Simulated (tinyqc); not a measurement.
Transverse acoustic branch against its sound line: Keating valence-force model of a tetrahedral crystal. Computed by tinyqc, a small Python program. Command: `OMP_NUM_THREADS=1 python tinyqc.py 3016159 3016160 out.jsonl keating walk`. One thread of a shared host (Intel(R) Xeon(R) Processor @ 2.30GHz), about 0.02 s of CPU time with the checks.

Atom A sits at 0 and atom B at a/4 (1,1,1) of an fcc lattice; the four bonds from A are t = a/4 (1,1,1), a/4 (1,-1,-1), a/4 (-1,1,-1), a/4 (-1,-1,1), of length d = sqrt(3) a/4. Energy: E = (3 alpha/(8 d^2)) sum over bonds (r.r - d^2)^2 + (3 beta/(8 d^2)) sum over pairs of bonds at one atom (r_i.r_j + d^2/3)^2, with beta_A for the six pairs at A and beta_B for the six at B. The cell holds two atoms, Omega = a^3/4. 1 N/m = 1 J/m^2. With constants fitted to the elastic moduli this model puts optical and zone-boundary frequencies of real crystals too high, by up to about 20 % in elemental crystals and up to about 50 % in compounds, and mostly by more for TA modes; in compounds the lattice part of the static dielectric constant then comes out too low.

Inputs (values chosen for the exercise, modelled on aluminium arsenide): lattice constant a = 5.661 angstrom; mass M_A = 26.98 u; mass M_B = 74.92 u; bond stretching alpha = 43.5 N/m; bond bending beta_A = 9.47 N/m; bond bending beta_B = 9.47 N/m.

Structure: zinc blende.

Constants: nu for 1 eV/(angstrom^2 u) = 15.6333042 THz; 1 eV/angstrom^2 = 16.02176634 J/m^2; u = 1.6605390666e-27 kg.

Method:
- beta = (beta_A + beta_B)/2; C11 = (alpha + 3 beta)/a, C12 = (alpha - beta)/a, C44 = 4 alpha beta/(a (alpha + beta)); with the two sublattices clamped C44(0) = (alpha + beta)/a; internal-strain parameter zeta = (alpha - beta)/(alpha + beta); B = (C11 + 2 C12)/3.
- With displacements u exp(i q.r), each bracket changes by g.u, where g = (g_A, g_B): bond t, g = (-2 t, 2 t exp(i q.t)); pair (i, j) at A, g = (-(t_i + t_j), t_i exp(i q.t_j) + t_j exp(i q.t_i)); pair at B, g = (-t_i exp(-i q.t_j) - t_j exp(-i q.t_i), t_i + t_j). Then D_mn = sum over the 4 bonds and 12 pairs of (4 k/a^2) conj(g_m) g_n / sqrt(M_m M_n), with k = alpha or beta converted to eV/angstrom^2. Only the short-range forces enter; the Coulomb field of the charges is left out.
- An eigenvalue lambda of D in eV/(angstrom^2 u) gives nu = 15.6333042 THz x sqrt(lambda).
- The sound line is nu = v q/(2 pi) with v = sqrt(C44/rho), rho = (M_A + M_B)/Omega; the clamped line uses C44(0).

C44 = 54.9511 GPa

clamped C44(0) = 93.5700 GPa

Frequencies (THz) along G-X; columns: (1) q (2 pi/a); (2) lowest branch; (3) sound line, relaxed C44; (4) sound line, clamped C44(0); (5) third-lowest frequency; (6) highest frequency:
```
(1)      (2)     (3)     (4)     (5)     (6)
0.05  0.3387  0.3390  0.4423  0.5150  12.761
0.15  1.0107  1.0169  1.3270  1.5365  12.734
0.30  1.9835  2.0338  2.6540  3.0150  12.643
0.45  2.8770  3.0507  3.9809  4.3759  12.493
0.60  3.6432  4.0677  5.3079  5.5541  12.294
0.75  4.2256  5.0846  6.6349  6.4697  12.081
0.90  4.5646  6.1015  7.9619  7.0200  11.921
1.00  4.6316  6.7794  8.8465  7.1311  11.895
```

What does the comparison show, and why?

At small q the branch follows the relaxed line (0.999 of it, against 0.766 of the clamped one): in a long shear wave the sublattices shift against each other. At X it reaches 68 % of the relaxed line. Real tetrahedral semiconductors have flatter TA branches than a Keating model fitted to their elastic constants, which needs longer-ranged terms to mend.

Extremes, crossings and ranges named in words are read from the listed rows.
